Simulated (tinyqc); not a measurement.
Worked calculation: plane-wave Kohn-Sham cycle with exchange-only LDA in a layered model solid. One step of it, computed by the program tinyqc.

Problem. Iteration 1: levels at that k. Diagonalise the Hermitian matrix.

H (hartree), order -2, -1, +0, +1, +2:
```
[[0.155047, -0.300000, -0.010000, 0.000000, 0.000000],
 [-0.300000, -0.083026, -0.300000, -0.010000, 0.000000],
 [-0.010000, -0.300000, -0.147954, -0.300000, -0.010000],
 [0.000000, -0.010000, -0.300000, -0.039740, -0.300000],
 [0.000000, 0.000000, -0.010000, -0.300000, 0.241618]]
```

Give: eigenvalues.

Solution.

eigenvalues (hartree): [-0.597, -0.252, 0.081, 0.391, 0.504]
